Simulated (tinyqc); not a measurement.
Switching field against angle and time: single-domain magnet: Stoner-Wohlfarth switching, Neel-Arrhenius retention, LLG dynamics and spin torque. Computed by tinyqc, a small Python program. Command: `OMP_NUM_THREADS=1 python tinyqc.py 3002224 3002225 out.jsonl macro walk`. One thread of a shared host (Intel(R) Xeon(R) Processor @ 2.30GHz), about 0.03 s of CPU time with the checks.

The moment is uniform, with unit vector m; z is the easy axis. mu_0 = 1.25663706212e-6 T m/A, gamma = 1.76085963023e11 rad/(s T).

Inputs (values chosen for the exercise, for a model magnet):
```
quantity,value,unit
saturation magnetisation M_s,813,kA/m
diameter d,16,nm
aspect ratio p,4.1,-
bulk anisotropy K_u,7.6,kJ/m^3
exchange stiffness A,15,pJ/m
temperature T,358,K
attempt frequency f0,1,GHz
waiting time t_w,100,s
```

Shape: prolate spheroid, easy axis along it.

Constants: k_B = 1.380649e-23 J/K.

Method:
- N_z = [p ln(p + sqrt(p^2 - 1))/sqrt(p^2 - 1) - 1]/(p^2 - 1); V = pi d^3 p/6; K_eff = K_u + K_shape, K_shape = -(mu_0 M_s^2/4)(3 N_z - 1); mu_0 H_K = 2 K_eff/M_s.
- Delta = K_eff V/(k_B T); tau = exp(Delta)/f0; probability of a flip within t_w: P = 1 - exp(-t_w/tau). Wall width parameter sqrt(A/K_eff); a two-domain state costs 4 sqrt(A K_eff) times the cross-section that the wall cuts (pi d^2/4).
- Energy over K_eff V: e(theta) = sin^2(theta) + 2 h cos(theta - psi) for m at the angle theta from +z and a field that points at psi from -z (it pulls m away from +z towards negative theta); h_sw = (cos^(2/3) psi + sin^(2/3) psi)^(-3/2).
- Switching field at T: the h at which the exact barrier equals ln(f0 t_w/ln 2) k_B T (0 if the zero-field barrier is lower). Sharrock form: h_sw [1 - (ln(f0 t_w/ln 2)/Delta)^(1/n)], n = 0.86 + 1.14 h_sw.

stability factor Delta = 302.040

Fields over H_K:
```
psi (degrees),h_sw at T = 0,"thermal, exact barrier","thermal, Sharrock form"
1,0.90707,0.68087,0.66013
10,0.67381,0.53839,0.52548
20,0.57365,0.46441,0.46100
30,0.52402,0.42634,0.42741
45,0.50000,0.40766,0.41076
60,0.52402,0.42634,0.42741
75,0.61466,0.49523,0.48792
89,0.90707,0.68087,0.66013
```

What follows from these numbers?

At T = 0 the field is least at 45 degrees, H_K/2, and symmetric about it. Thermal help lowers it to 75 % at 1 degree and 82 % at 45 degrees; the Sharrock form misses the exact barrier by at most about 0.021 H_K, at psi = 1 (and its mirror angle). Caution: a domain wall can cross the element at lower cost, so the single-domain barrier is an upper bound.

Extremes, crossings and ranges named in words are read from the listed rows.
